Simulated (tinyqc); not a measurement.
Sneak paths and read margin.

Worst-case read of an N x N array without selectors, ideal wires, unselected lines floating and all unselected cells in the low state with resistance K Ron: the sneak path is Rsn = K Ron [2/(N - 1) + 1/(N - 1)^2], in parallel with the selected cell Rc. A sense resistor Ron to ground gives Vout = Vr Ron/(Ron + Rc Rsn/(Rc + Rsn)); margin = [Vout(Rc = Ron) - Vout(Rc = ra Ron)]/Vr.

Values chosen for this exercise: resistance of the low state Ron = 20 kohm; ratio Roff/Ron ra = 1000; factor by which unselected cells are more resistive K = 20; read voltage Vr = 0.1 V.

Results:

| N | Rsn (kohm) | Vout, low state (mV) | Vout, high state (mV) | margin (%) |
|---|---|---|---|---|
| 2 | 1200.0 | 50.413 | 1.7360 | 48.677 |
| 4 | 311.11 | 51.557 | 6.1285 | 45.429 |
| 8 | 122.45 | 53.775 | 14.114 | 39.661 |
| 16 | 55.111 | 57.679 | 26.681 | 30.998 |
| 32 | 26.223 | 63.804 | 43.301 | 20.503 |
| 64 | 12.799 | 71.931 | 60.992 | 10.938 |
| 128 | 6.3240 | 80.630 | 75.982 | 4.6477 |
| 256 | 3.1434 | 88.042 | 86.420 | 1.6223 |

Estimate the missing row, N = 3.

Computed row:

| N | Rsn (kohm) | Vout, low state (mV) | Vout, high state (mV) | margin (%) |
|---|---|---|---|---|
| 3 | 500.00 | 50.980 | 3.9385 | 47.042 |

With this row back in the table: The margin falls from 48.7 to 1.62 %; a lone cell has 49.9 %. It first drops below 10 % at N = 128 among the rows, where Rsn = 0.32 Ron. Between the last two rows it goes as N^(-1.52).

Program tinyqc, `OMP_NUM_THREADS=1 python tinyqc.py 2880117 2880118 out.jsonl`; Intel Xeon 2.30GHz, shared host, one thread, about 0.03 s.
